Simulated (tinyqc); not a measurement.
Single-oscillator infrared dielectric function of a polar cubic crystal. Changing the phonon damping. Computed by tinyqc, a small Python program. Command: `OMP_NUM_THREADS=1 python tinyqc.py 3027318 3027319 out.jsonl infrared sweep`. One thread of a shared host (Intel(R) Xeon(R) Processor @ 2.30GHz), about 0.01 s of CPU time with the checks.

One ion pair, charges +Z* and -Z*, in a cell of volume Omega = a^3/4. Frequencies omega are given as wavenumbers (1/cm); eps_s is the static dielectric constant.

Inputs (values chosen for the exercise, modelled on indium arsenide): lattice constant a = 6.058 angstrom; mass M_A = 114.82 u; mass M_B = 74.92 u; omega_TO = 222 1/cm; Born charge Z* = 2.44 e; eps_inf = 12.1; probe frequency / omega_TO = 0.648.

Structure: zinc blende. Free carriers: absent.

Constants: nu for 1 eV/(angstrom^2 u) = 15.6333042 THz; 1 THz = 33.35640952 1/cm; e^2/(4 pi eps_0) = 14.39964548 eV angstrom.

Method:
- mu = M_A M_B/(M_A + M_B); ionic plasma term W^2 = 4 pi Z*^2 (e^2/(4 pi eps_0))/(Omega mu) in eV/(angstrom^2 u), turned into 1/cm by W = 15.6333042 x 33.35640952 x sqrt(W^2); omega_LO^2 = omega_TO^2 + W^2/eps_inf; eps_s = eps_inf + W^2/omega_TO^2; Szigeti charge 3 Z*/(eps_inf + 2); longitudinal (Callen) charge Z*/eps_inf.
- eps(omega) = eps_inf + W^2/(omega_TO^2 - omega^2 - i gamma omega); n + i k = sqrt(eps) with k >= 0; R = |(n + i k - 1)/(n + i k + 1)|^2 at normal incidence from vacuum.
- omega is the probe ratio times omega_TO. Intensity decays over 1/(4 pi omega k); the loss function is Im(-1/eps).

One run for each value:
```
phonon damping gamma (1/cm)  reflectivity R        k       n  Im eps  penetration depth of the intensity (micrometre)
0.44                                0.36199  0.00112  4.0207  0.0090                                           4941.0
0.91                                0.36199  0.00232  4.0207  0.0186                                           2389.1
1.90                                0.36198  0.00483  4.0207  0.0389                                           1144.3
3.80                                0.36197  0.00967  4.0206  0.0777                                            572.3
7.80                                0.36193  0.01982  4.0200  0.1594                                            279.1
16.00                               0.36174  0.04048  4.0177  0.3253                                            136.7
33.00                               0.36094  0.08197  4.0080  0.6571                                             67.5
67.00                               0.35791  0.15497  3.9718  1.2310                                             35.7
```

Describe and explain the trends.

Over the rows, reflectivity R falls from 0.3620 to 0.3579; k rises from 0.00112 to 0.155 (exponent d ln y / d ln x 1.00 between the first rows and 0.90 between the last); n falls from 4.021 to 3.972. Away from the resonance the phonon part of Im eps is proportional to gamma; inside a band of negative Re eps damping lets energy in and lowers R.
